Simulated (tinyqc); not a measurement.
What each parameter does: trap in a gate oxide as a short-range spherical well.

A spherical well of radius R and depth V0 below the conduction edge, one mass m, c = hbar^2/2m0. The s level at binding Et solves k cot(k R) = -kappa with k = sqrt(m (V0 - Et)/c), kappa = sqrt(m Et/c); it exists for V0 > Vc = c (pi/2R)^2/m. Outside, psi falls as exp(-kappa r)/r.

Energies from the conduction edge of the channel. The trap level at depth x is E_T = dEc - Et - e Fox x (1 MV/cm = 0.01 eV/angstrom). An electron at the channel edge tunnels with the WKB exponent S = (4/3) sqrt(m/c) [dEc^(3/2) - (dEc - e Fox x)^(3/2)]/(e Fox), c = hbar^2/2m0; tau = t0 exp(S); the occupation is f = 1/(1 + exp((E_T - EF)/kB T)), tau_c = tau/f and tau_e = tau/(1 - f). Lattice relaxation is left out; a level below the channel edge needs phonons as well, so tau is then a lower bound, while a level above it can also empty elastically at its own energy, through a thinner barrier, faster than this tau.

Constants: hbar^2/2m0 = 3.80998211 eV angstrom^2; kB = 8.617333262e-05 eV/K.

Parameters, chosen for this exercise (near those of SiO2 on Si; not measured data):
```
symbol  value  unit       meaning
R       4.4    angstrom   radius of the well
V0      4.84   eV         depth of the well
m       0.433  m0         mass
dEc     3.16   eV         conduction offset to the channel
Fox     3.3    MV/cm      oxide field, lowering levels away from the channel
t0      0.9    x 1e-11 s  time constant at the interface
T       300    K          temperature
EF      -0.06  eV         Fermi level above the channel edge
x       8      angstrom   depth of the trap
```

Et from the well, then the level and the time.

One parameter was then changed.

Results before and after:
```
case     Et (eV)  E_T (eV)  log10 tau (s)  ln(tau_c/tau_e)
base       2.348     0.548          -6.97             23.5
changed    2.552     0.344          -6.97             15.6
```

Which of these changes was made? (a) V0 = 5.08 eV; (b) x = 10 angstrom; (c) Fox = 4.3 MV/cm; (d) T = 350 K; (e) EF = -0.01 eV; (f) m = 0.476 m0; (g) dEc = 2.91 eV.

Answer: (a) V0 = 5.08 eV. Of the candidates, run in turn, only this one gives the changed row.

All candidates:
```
case             Et (eV)  E_T (eV)  log10 tau (s)  ln(tau_c/tau_e)
base               2.348     0.548          -6.97             23.5
x = 10 angstrom    2.348     0.482          -5.98             21.0
Fox = 4.3 MV/cm    2.348     0.468          -7.00             20.4
dEc = 2.91 eV      2.348     0.298          -7.14             13.8
m = 0.476 m0       2.509     0.387          -6.77             17.3
V0 = 5.08 eV       2.552     0.344          -6.97             15.6
T = 350 K          2.348     0.548          -6.97             20.1
EF = -0.01 eV      2.348     0.548          -6.97             21.6
```

Run: tinyqc, `OMP_NUM_THREADS=1 python tinyqc.py 1250540 1250541 out.jsonl`; Intel(R) Xeon(R) Processor @ 2.30GHz, one thread, shared host; about 0.01 s of CPU time with all checks.
